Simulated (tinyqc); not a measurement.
Geometry relaxation of a small cluster: one step, computed by the program tinyqc. Command: `OMP_NUM_THREADS=1 python tinyqc.py 3028712 3028713 out.jsonl relax walk`. One thread of a shared host (Intel(R) Xeon(R) Processor @ 2.30GHz), about 0.03 s of CPU time with the checks.

E = sum_i {sum_j A exp(-p (r_ij/r0 - 1)) - xi sqrt(rho_i)}, rho_i = sum_j exp(-2 q (r_ij/r0 - 1)); the force on i is -sum_j w_ij (R_i - R_j)/r_ij with w_ij = -(2p/r0) A exp(-p (r_ij/r0 - 1)) + (xi q/r0) exp(-2 q (r_ij/r0 - 1)) (rho_i^(-1/2) + rho_j^(-1/2)).

Problem. Energy and forces at the start. Evaluate E and the forces at the starting positions.

Inputs (values chosen for the exercise, for model atoms):
```
quantity     value      unit
length r0     2.86  angstrom
repulsion A    0.1        eV
hopping xi     1.2        eV
decay p       9.69         -
decay q       2.79         -
```

Potential: Gupta. Method: BFGS.

starting positions (angstrom):
```
           x      y      z
atom 1  0.28  -0.24   0.18
atom 2  2.94  -0.18  -0.05
atom 3  1.57   2.37   0.05
atom 4  1.21   0.65   2.49
atom 5  0.92   0.81  -2.09
```

Give: distances; energy at the start; forces.

Solution.

distances (angstrom): 1-2 2.671, 1-3 2.914, 1-4 2.644, 1-5 2.582, 2-3 2.896, 2-4 3.183, 2-5 3.037, 3-4 3.007, 3-5 2.727, 4-5 4.592

energy at the start = -9.568 eV

forces (eV/angstrom):
```
             x       y       z
atom 1   0.683   0.578   0.175
atom 2  -1.150   0.740   0.091
atom 3  -0.118  -1.436   0.067
atom 4   0.177   0.060  -1.223
atom 5   0.409   0.057   0.889
```
